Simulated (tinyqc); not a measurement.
# p-n heterojunction, non-linear Poisson equation by Newton steps, Boltzmann statistics: effect of the donor density of material 2

One dimension, material 1 (p-type) at x < 0 and material 2 (n-type) at x > 0. Band edges: Ec = -psi in material 1 and -psi + dEc in material 2, Ev = Ec - Eg. Flat quasi-Fermi levels: 0 for holes, +V for electrons. n = Nc F((EFn - Ec)/Vt), p = Nv F((Ev - EFp)/Vt), with F(eta) = exp(eta) (Boltzmann statistics); full ionisation, no interface charge, classical densities; the doping types are chosen for the exercise.

Exact first integral: on each side D^2/(2 eps0 er) = G, G = q [Vt (nI_j - nI_b) + Vt (pI_j - pI_b) - C (psi_j - psi_b)], with C = -N1 or +N2, b the neutral end of that side, and nI, pI the densities themselves. D is continuous, so er1 G1(psi_j) = er2 G2(psi_j) fixes psi_j. Ends from Nv1 F((-psi_L - Eg1)/Vt) = N1 and Nc2 F((V + psi_R - dEc)/Vt) = N2. D is counted positive when psi rises towards material 2. Depletion (Anderson) capacitance C^2 = q eps0 er1 er2 N1 N2/(2 (er1 N1 + er2 N2)(psi_R - psi_L)). -dD/dV is the change of the displacement at the interface with both quasi-Fermi levels flat; it is the terminal capacitance only while neither side holds an inversion layer. n_j and p_j are densities at the interface.

Parameters, values chosen for the exercise; band and dielectric values those of a made-up pair: temperature T = 300 K; band gap of material 1 Eg1 = 1.52 eV; relative permittivity of material 1 er1 = 12.4; conduction-band density of states of material 1 Nc1 = 5.29e17 cm^-3; valence-band density of states of material 1 Nv1 = 1.07e19 cm^-3; band gap of material 2 Eg2 = 0.801 eV; relative permittivity of material 2 er2 = 15.4; conduction-band density of states of material 2 Nc2 = 2.16e17 cm^-3; valence-band density of states of material 2 Nv2 = 7.03e18 cm^-3; conduction-band offset Ec2 - Ec1 dEc = -0.44 eV; acceptor density of material 1 N1 = 3.7e16 cm^-3; bias of side 1 against side 2 V = 0 V.

Constants: q = 1.602176634e-19 C, kB = 1.380649e-23 J/K, Vt = kB T/q, eps0 = 8.8541878128e-14 F/cm where lengths are in cm. Results are converted to the units shown.

Results:

| N2 (cm^-3) | psi_R - psi_L (V) | psi_j - psi_L (V) | psi_R - psi_j (V) | D/q (cm^-2) | n_j in 1 (cm^-3) | p_j in 2 (cm^-3) | -dD/dV (nF/cm^2) | depletion C (nF/cm^2) |
|---|---|---|---|---|---|---|---|---|
| 1.4e15 | 0.8032 | 0.2246 | 0.5786 | 3.175e11 | 0.02651 | 1.991e17 | 0.7776 | 13.48 |
| 2.4e15 | 0.8172 | 0.2273 | 0.5899 | 3.196e11 | 0.02936 | 1.798e17 | 1.439 | 17.23 |
| 6.2e15 | 0.8417 | 0.2402 | 0.6015 | 3.297e11 | 0.04844 | 1.090e17 | 5.269 | 25.81 |
| 1e16 | 0.8541 | 0.2602 | 0.5939 | 3.447e11 | 0.1049 | 5.033e16 | 13.08 | 30.94 |
| 1.6e16 | 0.8662 | 0.3140 | 0.5522 | 3.822e11 | 0.8405 | 6.280e15 | 32.65 | 36.23 |
| 2.7e16 | 0.8797 | 0.4196 | 0.4602 | 4.468e11 | 49.90 | 1.058e14 | 43.14 | 41.94 |
| 4.3e16 | 0.8918 | 0.5221 | 0.3697 | 5.016e11 | 2634 | 2.004e12 | 47.84 | 46.43 |

Estimate the missing row, N2 = 3.8e15 cm^-3.

Computed row:

| N2 (cm^-3) | psi_R - psi_L (V) | psi_j - psi_L (V) | psi_R - psi_j (V) | D/q (cm^-2) | n_j in 1 (cm^-3) | p_j in 2 (cm^-3) | -dD/dV (nF/cm^2) | depletion C (nF/cm^2) |
|---|---|---|---|---|---|---|---|---|
| 3.8e15 | 0.8290 | 0.2315 | 0.5976 | 3.229e11 | 0.03452 | 1.529e17 | 2.563 | 21.07 |

With this row back in the table: As N2 goes from 1.4e15 to 4.3e16, the total bending rises from 0.803 to 0.892 V and the sheet charge D/q rises from 3.17e11 to 5.02e11 cm^-2; the share of the bending in material 1 goes from 28.0 through a minimum of 27.8 (at N2 = 2.4e15 among the rows listed) to 58.5 %. The capacitance departs most from the depletion formula at N2 = 1.4e15, where it is 94 % below it, and there the holes at the interface in material 2 outnumber its donors: an inversion layer has formed, which screens D from the bias.

tinyqc, about 0.03 s, one thread, Intel Xeon 2.30GHz (shared host): `OMP_NUM_THREADS=1 python tinyqc.py 2040164 2040165 out.jsonl`
